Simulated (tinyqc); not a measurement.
# Doping from resistivity

Problem. A uniform, uncompensated and fully ionised sample has rho = 1/(q N mu), mu = m1 + (m2 (T/300 K)^(-bt) - m1)/(1 + (N/Nr)^am). Find N, mu and the diffusion coefficient mu Vt.

Inputs (values chosen for the exercise):
```
symbol    value        unit                                 meaning
T           400           K                             temperature
m1         44.5  cm^2/(V s)           mobility limit at high doping
m2          479  cm^2/(V s)  mobility limit at low doping, at 300 K
Nr      2.26e17       cm^-3    reference doping of the mobility law
am        0.721                        exponent of the mobility law
bt          2.5                          temperature exponent of m2
```

Constants: q = 1.602176634e-19 C, kB = 1.380649e-23 J/K, Vt = kB T/q. Results are converted to the units shown.

resistivity = 0.010258135 ohm cm

Solution. With am below 1 the product N mu rises steadily with N, so one doping matches; it is found by iterating N = 1/(q rho mu(N)).

N = 1.100e19 cm^-3
mu = 55.31 cm^2/(V s)
diffusion coefficient = 1.907 cm^2/s

Computed by the program tinyqc: `OMP_NUM_THREADS=1 python tinyqc.py 2110148 2110149 out.jsonl`, one thread of a shared Intel Xeon 2.30GHz, about 0.01 s for the whole run.
